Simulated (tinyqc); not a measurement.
## Gate work function from the charge

Question. For an undoped double gate, Q = 8 eps0 eps_r Vt beta tan(beta)/ts with 0 < beta < pi/2, and at the source (Vg - dphi)/(2 Vt) - ln[(2/ts) sqrt(2 eps0 eps_r Vt/(q ni))] = ln(beta) - ln(cos beta) + 2 r beta tan(beta), r = eps_r tox/(eox ts). Find beta and dphi.

Parameters, values chosen for the exercise; material values close to those of In0.53Ga0.47As: temperature T = 300 K; relative permittivity of the semiconductor eps_r = 14; relative permittivity of the gate insulator eox = 9.16; insulator thickness tox = 5.5 nm; body thickness ts = 25 nm; gate voltage Vg = 0.68 V.

Constants: q = 1.602176634e-19 C, kB = 1.380649e-23 J/K, Vt = kB T/q, eps0 = 8.8541878128e-14 F/cm where lengths are in cm. Results are converted to the units shown.

Qs = 420.41857 nC/cm^2
ni = 6.7416310e11 cm^-3

Answer. beta tan(beta) rises from 0 without bound on the interval, so the charge fixes beta; the second relation is then explicit in dphi. At this charge the surface density passes 0.3 Nc, so the classical Boltzmann model is only formal.

beta = 1.27
dphi = 0.130 V

Numbers from tinyqc (`OMP_NUM_THREADS=1 python tinyqc.py 2440091 2440092 out.jsonl`; about 0.01 s on one thread of a shared Intel Xeon 2.30GHz).
